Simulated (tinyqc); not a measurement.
Silicon n-p-n transistor, Gummel numbers and transit times: two steps of the calculation.

One-dimensional n-p-n transistor in the forward active mode at low injection. In the base p(x) = NB exp(-eta x/wb) and ni(x)^2 = ni^2 exp((g0 + g1 x/wb)/Vt); electrons leave the base at vsat; band spikes at the emitter junction and recombination inside the emitter are ignored.

Values chosen for this exercise; band and dielectric values close to those of silicon:
```
symbol    value    unit                                             meaning
T           250       K                                         temperature
Eg         1.13      eV                                            band gap
eps_r      11.7                                       relative permittivity
Nc      2.15e19   cm^-3              conduction-band density of states at T
Nv         2e19   cm^-3                 valence-band density of states at T
vsat     9.81e6    cm/s                                 saturation velocity
wb           61      nm                                  neutral base width
NB       2.1e18   cm^-3                     base doping at the emitter edge
eta           0                              doping falls as exp(-eta x/wb)
g0            0      eV       gap reduction at the emitter edge of the base
g1            0      eV      further gap reduction across the base (linear)
Dn           13  cm^2/s          electron diffusion coefficient in the base
NE       5.3e19   cm^-3                                      emitter doping
gE        0.109      eV  gap reduction in the emitter (negative: wider gap)
we          100      nm                               neutral emitter width
Dp         0.95  cm^2/s           hole diffusion coefficient in the emitter
Se          7e6    cm/s       recombination velocity at the emitter contact
tb         3e-7       s                       electron lifetime in the base
NC       9.3e15   cm^-3                                    collector doping
VCB         1.9       V                         collector-base reverse bias
```

Constants: q = 1.602176634e-19 C, kB = 1.380649e-23 J/K, Vt = kB T/q, eps0 = 8.8541878128e-14 F/cm where lengths are in cm. Results are converted to the units shown.

Question 1. Base Gummel number and transit time. f(x) = p(x) ni^2/ni(x)^2; I(x) = integral from x to wb of f/Dn, plus f(wb)/vsat; base Gummel number GB = I(0); electron density per unit flux n/(J/q) = I/f; base transit time tauB = integral of I/f over the base. Trapezoid rule on 8 equal steps.

Find: x; f; I; I/f; GB; tauB.

Answer 1.

```
point  x (nm)  f (cm^-3)  I (s/cm^4)  I/f (s/cm)
0       0.000  2.1000e18   1.1995e12   5.7117e-7
1       7.625  2.1000e18   1.0763e12   5.1251e-7
2      15.250  2.1000e18   9.5311e11   4.5386e-7
3      22.875  2.1000e18   8.2993e11   3.9521e-7
4      30.500  2.1000e18   7.0676e11   3.3655e-7
5      38.125  2.1000e18   5.8359e11   2.7790e-7
6      45.750  2.1000e18   4.6041e11   2.1924e-7
7      53.375  2.1000e18   3.3724e11   1.6059e-7
8      61.000  2.1000e18   2.1407e11   1.0194e-7
```

GB = 1.1995e12 s/cm^4
tauB = 2.0530 ps

Question 2. Gain, Early voltage and collector delay. ni = sqrt(Nc Nv) exp(-Eg/(2 Vt)), Eg in volts; GE = NE exp(-gE/Vt)(we/Dp + 1/Se); JC = J0 exp(VBE/Vt), J0 = q ni^2/GB; gain limited by back injection GE/GB, by base recombination tb/tauB, together 1/beta = the sum of the inverses; collector layer one-sided, Wc = sqrt(2 eps0 eps_r (Vbc + VCB)/(q NC)), Vbc = Vt ln(p(wb) NC/ni^2), Cjc = eps0 eps_r/Wc; Early voltage VA = GB q p(wb)/(f(wb) Cjc [1/Dn - (eta + g1/Vt)/(wb vsat)]), f(wb) = p(wb) exp(-(g0 + g1)/Vt), p(wb) = NB exp(-eta); tauC = Wc/(2 vsat).

GB = 1.1994519e12 s/cm^4
tauB = 2.0529683 ps

Wanted: ni; GE; J0; GE/GB; tb/tauB; beta; Wc; Cjc; VA; tauC.

Answer 2.

ni = 8.450e7 cm^-3
GE = 3.590e12 s/cm^4
J0 = 9.537e-16 A/cm^2
GE/GB = 2.993
tb/tauB = 1.461e5
beta = 2.993
Wc = 625.6 nm
Cjc = 0.1656 fF/um^2
VA = 150.9 V
tauC = 3.189 ps

The gain is limited more by back injection into the emitter. beta VA = 452 V.

Range of the model: Heavy doping makes emitter or base degenerate; gE and g0 are to be read as apparent gap changes that include this.

Numbers from tinyqc (`OMP_NUM_THREADS=1 python tinyqc.py 2320156 2320157 out.jsonl`; about 0.01 s on one thread of a shared Intel Xeon 2.30GHz).
